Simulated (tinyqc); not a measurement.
The mobility curve: inversion-layer mobility, back-scattering and ballistic limit of a field-effect transistor. Computed by tinyqc, a small Python program. Command: `OMP_NUM_THREADS=1 python tinyqc.py 3010042 3010043 out.jsonl mos walk`. One thread of a shared host (Intel(R) Xeon(R) Processor @ 2.30GHz), about 0.01 s of CPU time with the checks.

The charge at the top of the source barrier is fixed by the gate; series resistance and short-channel effects are left out. F_j are Fermi integrals normalised to exp(eta) in the classical limit.

Inputs (values chosen for the exercise, modelled on a 4H-SiC n-channel): weight w of the inversion charge = 0.5; permittivity eps = 9.7; phonon mobility at 1 MV/cm and 300 K, mu_ph = 98 cm^2/(V s); roughness mobility at 1 MV/cm, mu_sr = 65 cm^2/(V s); Coulomb mobility at N_inv = 1e12/cm^2, mu_C = 20 cm^2/(V s); electrical oxide thickness t_inv = 4.3 nm; depletion charge N_dep = 9.2e+11 1/cm^2; temperature T = 300 K.

Statistics at the top of the barrier: non-degenerate.

Constants: eps_0 = 8.8541878128e-12 F/m; e = 1.602176634e-19 C.

Method. N_inv = 3.9 eps_0 (V_G - V_T)/(e t_inv); effective field E_eff = e (N_dep + w N_inv)/(eps eps_0). mu_phonon = mu_ph (E_eff/1 MV/cm)^(-0.3) (T/300 K)^(-1.75); mu_rough = mu_sr (E_eff/1 MV/cm)^(-2); mu_Coulomb = mu_C (N_inv/1e12 cm^-2) (T/300 K); Matthiessen's rule adds 1/mu.

Mobilities (cm^2/(V s)):
```
V_G - V_T (V)  N_inv (1/cm^2)  E_eff (MV/cm)  phonon  roughness  Coulomb   total
0.03               1.5037e+11        0.18565  162.41     1885.9     3.01   2.948
0.06               3.0074e+11        0.19967  158.90     1630.3     6.01   5.775
0.12               6.0147e+11        0.22773  152.76     1253.4    12.03  11.053
0.20               1.0025e+12        0.26513  145.95      924.7    20.05  17.298
0.35               1.7543e+12        0.33525  136.02      578.3    35.09  26.608
0.50               2.5061e+12        0.40538  128.49      395.5    50.12  33.045
0.75               3.7592e+12        0.52226  119.09      238.3    75.18  38.619
1.00               5.0123e+12        0.63914  112.09      159.1   100.25  39.711
1.50               7.5184e+12        0.87289  102.08       85.3   150.37  35.500
```

What does the comparison show, and why?

The lowest part is Coulomb from 0.0300 to 1.00, roughness at 1.50 V. The total peaks at 40 near E_eff = 0.64 MV/cm: screening lifts it at low density and the field presses it down at high density.

Extremes, crossings and ranges named in words are read from the listed rows.
